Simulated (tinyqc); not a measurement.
Metal-interlayer-semiconductor contact, depinning against tunnelling resistance: two steps of the calculation.

Zero bias, n-type semiconductor. Gap states at the semiconductor surface thin out as exp(-be ti), which unpins the barrier; electrons must then cross the interlayer (a rectangular barrier, no voltage drop across it) and the parabolic depleted layer, both by WKB. Energies E are counted from the Fermi level; no image force, parabolic bands.

Inputs (values chosen for the exercise); semiconductor values close to those of gallium arsenide; interlayer mass of the order of that in lanthanum oxide, offset chosen freely: temperature T = 300 K; band gap Eg = 1.43 eV; relative permittivity eps_r = 13; electron affinity chi = 3.95 eV; conduction-band density of states at T Nc = 4.4e17 cm^-3; tunnelling mass in the semiconductor mt = 0.0652 m0; Richardson mass mA = 0.0668 m0; donor density Nd = 3.7e18 cm^-3; charge-neutrality level above the valence band E0 = 0.48 eV; pinning factor without interlayer S0 = 0.1; metal work function phiM = 4.23 eV; interlayer thickness ti = 1.5 nm; conduction-band offset of the interlayer above the semiconductor dE = 2.07 eV; tunnelling mass in the interlayer mi = 0.29 m0; decay constant of gap states through the interlayer be = 4.1 1/nm.

Constants: q = 1.602176634e-19 C, kB = 1.380649e-23 J/K, eps0 = 8.8541878128e-12 F/m, hbar = 1.054571817e-34 J s, h = 6.62607015e-34 J s, m0 = 9.1093837015e-31 kg, Vt = kB T/q, hbar^2/(2 m0) = 0.0380998212 eV nm^2. Results are converted to the units shown.

Problem 1. Pinning, barrier and scales. S = 1/(1 + (1/S0 - 1) exp(-be ti)); phiB = S (phiM - chi) + (1 - S)(Eg - E0); xi = Ec - EF deep inside, from Nd = Nc F(-xi/Vt), F(x) = (2/sqrt(pi)) int_0^infinity sqrt(u) du/(1 + exp(u - x)); band bending U = phiB - xi; E00 = (hbar/2) sqrt(Nd/(eps0 eps_r mt m0)) in volts; A = 4 pi q mA m0 kB^2/h^3.

Find: S; phiB; xi; U; E00; A.

Solution 1.

S = 0.9812
phiB = 0.2926 eV
xi = -0.1247 eV
U = 0.4173 eV
E00 = 0.03879 eV
A = 8.028 A/(cm^2 K^2)

Problem 2. Exponents and integrand on an energy grid. With U = phiB - xi: for xi < E < phiB, y = (E - xi)/U and G1 = (U/E00) [sqrt(1 - y) - y ln((1 + sqrt(1 - y))/sqrt(y))], G1 = 0 above phiB; G2 = 2 ti sqrt(mi max(phiB + dE - E, 0)/C), C = hbar^2/(2 m0); f = 1/(1 + exp(E/Vt)); integrand exp(-G1 - G2) f.

```
point,E (eV)
0,-0.12
1,-0.09267
2,-0.06533
3,-0.038
4,-0.01067
5,0.01667
6,0.044
7,0.07133
8,0.09867
9,0.126
10,0.15333
11,0.18067
12,0.208
13,0.23533
14,0.26267
15,0.29
```

phiB = 0.29262253 eV
xi = -0.12466670 eV
E00 = 0.038791153 eV

Wanted: G1; G2; f; integrand.

Solution 2.

```
point,G1,G2,f,integrand (1e-8)
0,10.34,13.04,0.9905,0.007
1,8.72,12.97,0.9730,0.037
2,7.47,12.90,0.9260,0.132
3,6.40,12.82,0.8130,0.365
4,5.45,12.75,0.6017,0.748
5,4.61,12.68,0.3442,1.072
6,3.85,12.60,0.1542,1.107
7,3.16,12.53,0.05957,0.915
8,2.54,12.45,0.02153,0.662
9,1.99,12.38,0.007586,0.438
10,1.49,12.30,0.002649,0.271
11,1.06,12.23,9.215e-4,0.157
12,0.68,12.15,3.203e-4,0.086
13,0.38,12.07,1.113e-4,0.044
14,0.14,11.99,3.867e-5,0.021
15,0.00,11.92,1.343e-5,0.009
```

Computed by the program tinyqc: `OMP_NUM_THREADS=1 python tinyqc.py 2270120 2270121 out.jsonl`, one thread of a shared Intel Xeon 2.30GHz, about 0.03 s for the whole run.
